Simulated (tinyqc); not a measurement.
Defect equilibria of an oxide against oxygen pressure (mass action): one step, computed by the program tinyqc.

Defects: oxygen vacancies V (charge +2), electrons n, holes p, the ionic partner X = O_i'' (charge -2), and the dopant. Activities are taken equal to concentrations.

Question. Equilibrium constants. K_r = K_r0 exp(-H_r/k_B T) = [V] n^2 P^(1/2); K_i = N_c N_v exp(-E_g/k_B T) = n p; K_s = K_s0 exp(-H_s/k_B T) = [X] [V].

Inputs (values chosen for the exercise, for a model oxide): reduction enthalpy H_r = 2.85 eV; prefactor K_r0 = 3.9e+68 cm^-9 atm^(1/2); gap E_g = 2.57 eV; prefactor N_c N_v = 3.3e+42 cm^-6; disorder enthalpy H_s = 2.92 eV; prefactor K_s0 = 6.2e+45 cm^-6; temperature T = 1200 K.

Ionic disorder: anion Frenkel. Dopant (singly charged, fully ionised): acceptor.

Constants: k_B = 8.617333262e-05 eV/K.

Give: K_r; K_i; K_s.

Answer.

K_r = 4.1840e+56 cm^-9 atm^(1/2)

K_i = 5.3087e+31 cm^-6

K_s = 3.3801e+33 cm^-6
